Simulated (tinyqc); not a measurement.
Hydrogen passivation of interface dangling bonds: competing passivation and dissociation with distributed barriers: one step, computed by the program tinyqc. Command: `OMP_NUM_THREADS=1 python tinyqc.py 3030861 3030862 out.jsonl passiv walk`. One thread of a shared host (Intel(R) Xeon(R) Processor @ 2.30GHz), about 0.01 s of CPU time with the checks.

P_b + H2 gives P_bH + H at the rate k_f [H2]; P_bH gives P_b + H at the rate k_d. All defects start unpassivated. E_f and E_d are Gaussian and independent.

Question. Single barriers. [H2] = solubility factor x p; a = k_f0 [H2] exp(-E_f/(k_B T)), d = k_d0 exp(-E_d/(k_B T)). For one pair of barriers the active share is y = [d + a exp(-(a + d) t)]/(a + d). Temperatures in kelvin are T(C) + 273.15.

Inputs (values chosen for the exercise, close to those used for P_b centres at the silicon-oxide interface):
```
quantity                                      value          unit
passivation prefactor k_f0                  2.9e-07        cm^3/s
mean passivation barrier E_f                   1.57            eV
spread sigma_f                                0.059            eV
dissociation prefactor k_d0                 1.1e+12           1/s
mean dissociation barrier E_d                  2.63            eV
spread sigma_d                                0.049            eV
H2 in the oxide per atm, solubility factor  3.8e+17  1/(cm^3 atm)
hydrogen pressure p                            0.05           atm
anneal temperature T                            225             C
anneal time t                                  1800             s
```

Constants: k_B = 8.617333262e-05 eV/K.

Give: passivation rate a; dissociation rate d; a t; steady active share d/(a + d); active share, single barriers.

Answer.

passivation rate a = 7.202e-07 1/s

dissociation rate d = 2.715e-15 1/s

a t = 0.001296

steady active share d/(a + d) = 3.769e-09

active share, single barriers = 0.9987

The anneal is too short or cold to finish.
